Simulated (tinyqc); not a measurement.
Inside a calculation: Kane-Mele model of a buckled honeycomb layer in a normal field. Values are carried at full precision from step to step, so a last printed digit may differ when a step is redone from the rounded ones.

Sublattices A and B lie at +/-b, so the field gives them the energies +/-D, D = e b Ez (in eV for b in angstrom and Ez in V/angstrom); 2 lam is the gap at zero field. Near the valleys tau = +/-1, for spin sz = +/-1: H = hbar v (tau qx sx + qy sy) + m sz_AB with m = D - tau sz lam, hbar v = (sqrt3/2) a t. On the lattice the spin-orbit term is the second-neighbour hopping i (lam/3 sqrt3) nu sz, nu = +/-1 by the sense of the turn. The filled band of one cone contributes tau sign(m)/2 to the Chern number, in the sense Omega = curl of i<u|grad u>. Rashba terms are left out.

Constants: hbar^2/2m0 = 3.80998211 eV angstrom^2.

Inputs chosen for the exercise:
- a = 3.05 angstrom (lattice constant)
- t = 1.08 eV (hopping)
- lam = 0.12 eV (spin-orbit half gap)
- b = 0.28 angstrom (half the buckling height)
- Ez = 1 V/angstrom (normal field at the atoms, after screening; 0.01 is 1 MV/cm, and gates reach some 0.05)
- q = 0.05 1/angstrom (distance from K along x)

## The four Dirac masses

Form D, hbar v, and for each flavour m, the gap 2|m|, the band mass 2c|m|/(hbar v)^2 with c = hbar^2/2m0, and the share of the Chern number.

D = 280.000 meV
hbar v = 2.8527 eV angstrom

Flavours:

| tau | sz | m (meV) | gap (meV) | mass (m0) | share of C |
|---|---|---|---|---|---|
| 1 | 1 | 160.000 | 320.000 | 0.14982 | 0.5 |
| 1 | -1 | 400.000 | 800.000 | 0.37455 | 0.5 |
| -1 | 1 | 400.000 | 800.000 | 0.37455 | -0.5 |
| -1 | -1 | 160.000 | 320.000 | 0.14982 | -0.5 |

## Invariants

C(up) and C(down) are the sums over valleys; spin Chern number (C(up) - C(down))/2; valley number, the sum for tau = +1 less that for tau = -1; Z2 index |C(up)| mod 2; critical field lam/b.

C(up), C(down): 0  0

spin Chern number = 0
valley number = 2
Z2 = 0
critical field = 0.4286 V/angstrom

|D| > lam: all masses share the sign of D, a band insulator with valley Hall response.

## Levels and curvature at distance q

E = sqrt(m^2 + (hbar v q)^2); curvature of the filled band Omega = tau (hbar v)^2 m/(2 E^3).

At q:

| tau | sz | E (meV) | Omega (angstrom^2) |
|---|---|---|---|
| 1 | 1 | 214.347 | 66.11 |
| 1 | -1 | 424.670 | 21.25 |
| -1 | 1 | 424.670 | -21.25 |
| -1 | -1 | 214.347 | -66.11 |

In each valley the two spins differ by 210.323 meV, with opposite order in the other valley.

## Checks

- Curvature formula against a plaquette: both 66.11.

tinyqc: `OMP_NUM_THREADS=1 python tinyqc.py 1451236 1451237 out.jsonl`; about 0.01 s, one thread, shared Intel(R) Xeon(R) Processor @ 2.30GHz.
